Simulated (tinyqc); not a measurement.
Width from the threshold shift.

Question. Undoped body with a flat potential across it, hard walls, transport along x. Three valley pairs (g = 2 each) with the longitudinal mass along x, y or z. Non-parabolicity enters the subband edges through E (1 + al E) = gamma, so E = 2 gamma/(1 + sqrt(1 + 4 al gamma)); motion within a subband is taken as parabolic with the band-edge mass. Energies are counted from the bulk band edge. gamma = C pi^2 [a^2/(my (t + dl)^2) + b^2/(mz (H + dl)^2)], C = hbar^2/(2 m0). Each subband has N_k = g sqrt(2 mx m0 kB T/(pi hbar^2)); without degeneracy n = exp(EF/Vt) sum N_k exp(-E_k/Vt). Classical value Nc times t H, Nc = sum over valleys of 2 g (m m0 kB T/(2 pi hbar^2))^1.5 with m = (mx my mz)^(1/3). Threshold shift dVT = Vt ln(classical value/sum N_k exp(-E_k/Vt)). Find t and the lowest subband edge.

Inputs (values chosen for the exercise); masses close to those of silicon:
- T = 300 K (temperature)
- ml = 0.93 m0 (longitudinal mass)
- mt = 0.188 m0 (transverse mass)
- al = 0 1/eV (non-parabolicity)
- dl = 0 nm (widening of the box by penetration into the insulator)
- H = 7.1 nm (height (along z))

Constants: q = 1.602176634e-19 C, kB = 1.380649e-23 J/K, hbar = 1.054571817e-34 J s, m0 = 9.1093837015e-31 kg, Vt = kB T/q, hbar^2/(2 m0) = 0.0380998212 eV nm^2. Results are converted to the units shown.

dVT = 45.815333 mV

Answer. dVT is evaluated for trial values of t with all subbands; between 1.5 and 25 nm one value matches.

t = 7.10 nm
E_1 = 47.7 meV

Numbers from tinyqc (`OMP_NUM_THREADS=1 python tinyqc.py 2350094 2350095 out.jsonl`; about 0.2 s on one thread of a shared Intel Xeon 2.30GHz).
